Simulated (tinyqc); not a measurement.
Free and trapped electrons in a MOS channel with a dense trap tail: one step of the calculation.

p-type body, charge-sheet picture, full ionisation (an idealisation for deep acceptors), Boltzmann statistics for free electrons. e = Ec - EF at the surface. Acceptor-like traps of density D(E) = D0 + De exp(-E/Ew) at depth E below Ec, from 0 to Eu, hold n_t = integral of D(E)/(1 + exp((e - E)/Vt)). psi = Eg - Vt ln(Nv/Na) - e; N_dep = sqrt(2 eps0 eps_r Na (psi - Vt)/q); n_f = sqrt(N_dep^2 + 2 eps0 eps_r Vt Nc exp(-e/Vt)/q) - N_dep; Vg = Vfb + psi + q (N_dep + n_t + n_f)/Cox, Cox = eps0 eox/tox.

Question. Trapped charge. Trapezoid rule on 15 equal steps from 0 to Eu, f = 1/(1 + exp((e - E)/Vt)).

Values chosen for this exercise; band and dielectric values close to those of silicon: temperature T = 475 K; constant background density of acceptor-like traps D0 = 1.4e11 cm^-2 eV^-1; density of the tail at the conduction edge De = 2.4e13 cm^-2 eV^-1; decay energy of the tail Ew = 0.08 eV; depth below Ec down to which the traps reach Eu = 0.52 eV; Ec - EF at the surface e = 0.264 eV.

Constants: q = 1.602176634e-19 C, kB = 1.380649e-23 J/K, Vt = kB T/q. Results are converted to the units shown.

Give: E; D(E) f; n_t.

Answer.

```
point   E (eV)  D(E) f (cm^-2 eV^-1)
0            0              3.811e10
1      0.03467              5.769e10
2      0.06933              8.723e10
3       0.1040              1.314e11
4       0.1387              1.958e11
5       0.1733              2.843e11
6       0.2080              3.901e11
7       0.2427              4.828e11
8       0.2773              5.164e11
9       0.3120              4.779e11
10      0.3467              4.017e11
11      0.3813              3.257e11
12      0.4160              2.659e11
13      0.4507              2.235e11
14      0.4853              1.948e11
15      0.5200              1.757e11
```

n_t = 1.436e11 cm^-2

Program tinyqc, `OMP_NUM_THREADS=1 python tinyqc.py 2222229 2222230 out.jsonl`; Intel Xeon 2.30GHz, shared host, one thread, about 0.02 s.
